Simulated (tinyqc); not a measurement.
# Changing the electron density n

Model: strain, valley repopulation and piezoresistance in a many-valley conduction band. Computed by tinyqc, a small Python program. Command: `OMP_NUM_THREADS=1 python tinyqc.py 3024608 3024609 out.jsonl valleys sweep`. One thread of a shared host (Intel(R) Xeon(R) Processor @ 2.30GHz), about 0.04 s of CPU time with the checks.

Valleys are ellipsoids with mass m_l along the axis a and m_t across it, parabolic, with one constant relaxation time; strain shifts the valleys and leaves the masses alone. Currents are taken along [111], along the load, and along [1-10], across the load.

Inputs (values chosen for the exercise, modelled on germanium): longitudinal mass m_l = 1.55 m_0; transverse mass m_t = 0.081 m_0; shear deformation potential Xi_u = 16.7 eV; dilation deformation potential Xi_d = -4.3 eV; C11 = 128 GPa; C12 = 47.8 GPa; C44 = 66.9 GPa; stress X (tension positive) = -54 MPa; relaxation time tau = 96 fs; temperature T = 200 K.

Valley axes: <111> (4 valleys). Load: uniaxial [111].

Constants: k_B = 8.617333262e-05 eV/K; m_0 = 9.1093837015e-31 kg; k_B = 1.380649e-23 J/K; hbar = 1.054571817e-34 J s; e = 1.602176634e-19 C.

Method:
- Compliances S11 = (C11 + C12)/((C11 - C12)(C11 + 2 C12)), S12 = -C12/((C11 - C12)(C11 + 2 C12)), S44 = 1/C44; stress sigma_ij = X n_i n_j for the unit vector n of the load; e_xx = S11 sigma_xx + S12 (sigma_yy + sigma_zz), e_xy = S44 sigma_xy/2 (tensor strain).
- Herring-Vogt shift of a valley with unit axis a: dE = Xi_d tr(e) + Xi_u a.e.a.
- Each of the 4 valleys holds n_v = N_v (2/sqrt(pi)) F_1/2((E_F - dE_v)/(k_B T)), N_v = 2 (m_d k_B T/(2 pi hbar^2))^(3/2), m_d = (m_l m_t^2)^(1/3); E_F solves sum n_v = n and is counted from the unstrained edge.
- F_j(eta) = int_0^infinity x^j/(1 + exp(x - eta)) dx, without a gamma-function factor. It is evaluated after integrating by parts.
- Integrals over x = E/(k_B T) use 160 Gauss-Legendre points in u = sqrt(x) from 0 to sqrt(max(eta, 0) + 32).
- Mobility tensor mu = e tau sum_v (n_v/n) [1/m_t + (1/m_l - 1/m_t) a a^T]; unstrained mu_0 = e tau (1/m_l + 2/m_t)/3; resistivity along d from the inverse tensor, rho_d = d.mu^-1.d/(n e), mobility along d = 1/(d.mu^-1.d); gauge pi_d = (rho_d/rho_0 - 1)/X.
- With eta_0 the reduced Fermi level without strain, r = F_-1/2(eta_0)/(2 F_1/2(eta_0)) (1 for a classical gas) and c = r (Xi_u/k_B T) (m_l - m_t)/(2 m_l + m_t): pi44 = -c S44/3, pi11 = pi12 = 0.

One run for each value; columns: (1) electron density n (1/cm^3); (2) degeneracy factor r; (3) eta_0; (4) resistance change along the first direction (%); (5) resistance change along the second direction (%):
```
(1)           (2)     (3)     (4)      (5)
1.00e+16  0.99936  -6.311  9.5149  -4.1633
3.60e+16  0.99770  -5.028  9.4948  -4.1556
1.30e+17  0.99173  -3.738  9.4228  -4.1280
1.70e+18  0.90240  -1.067  8.3782  -3.7214
6.30e+18  0.71842   0.532  6.3981  -2.9189
2.30e+19  0.42901   2.828  3.6297  -1.7212
8.30e+19  0.20006   7.259  1.6421  -0.8013
3.00e+20  0.08613  17.320  0.6979  -0.3453
```

Give the missing row, electron density n (1/cm^3) = 4.80e+17.

Computed row; columns: (1) electron density n (1/cm^3); (2) degeneracy factor r; (3) eta_0; (4) resistance change along the first direction (%); (5) resistance change along the second direction (%):
```
(1)           (2)     (3)     (4)      (5)
4.80e+17  0.97019  -2.410  9.1652  -4.0287
```

Interpolating between the two neighbouring rows (the first column on a logarithmic scale, the others too where they are positive) misses most in resistance change along the first direction (%), by 3.1 %. Over the rows, degeneracy factor r falls from 0.999 to 0.0861 (exponent d ln y / d ln x -0.0013 between the first rows and -0.66 between the last); eta_0 rises from -6.31 to 17.3; resistance change along the first direction (%) falls from 9.51 to 0.698 (exponent d ln y / d ln x -0.0017 between the first rows and -0.67 between the last). r has dropped to one half between 6.30e18 and 2.30e19 per cm^3, so heavily doped gauges are less sensitive but also less dependent on temperature.

Extremes, crossings and ranges named in words are read from the listed rows.
